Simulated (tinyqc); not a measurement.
Longitudinal sound in a periodic multilayer: transfer matrices, stop bands and folded phonons: one step, computed by the program tinyqc. Command: `OMP_NUM_THREADS=1 python tinyqc.py 3030005 3030006 out.jsonl multilayer walk`. One thread of a shared host (Intel(R) Xeon(R) Processor @ 2.30GHz), about 0.01 s of CPU time with the checks.

Layers 1 and 2 repeat with period d = d_1 + d_2; waves travel normal to the layers, without loss. State vector (u, s): displacement u and stress divided by omega. Impedances Z = rho v are in 1e6 kg/(m^2 s).

Task: Impedances, mean velocity and Bragg frequency. Z = rho v; interface reflection r = (Z_2 - Z_1)/(Z_2 + Z_1) (stress amplitude, from 1 into 2); Bragg frequency f_B = 1/[2 (d_1/v_1 + d_2/v_2)]; long-wave velocity v_eff = d/sqrt[(d_1/v_1)^2 + (d_2/v_2)^2 + (Z_1/Z_2 + Z_2/Z_1)(d_1/v_1)(d_2/v_2)].

Inputs (values chosen for the exercise, modelled on silica (layer 1), molybdenum (layer 2) and gallium arsenide (substrate)):
```
quantity,value,unit
density rho_1,2.21,g/cm^3
velocity v_1,6020,m/s
thickness d_1,8.06,nm
density rho_2,10.1,g/cm^3
velocity v_2,6190,m/s
thickness d_2,7.49,nm
substrate density,5.33,g/cm^3
substrate velocity,4640,m/s
```

Give: Z_1; Z_2; Z of the substrate; interface reflection r; Bragg frequency f_B; long-wave velocity v_eff.

Result:

Z_1 = 13.3042

Z_2 = 62.519

Z of the substrate = 24.7312

interface reflection r = 0.6491

Bragg frequency f_B = 196.2 GHz

long-wave velocity v_eff = 4643 m/s
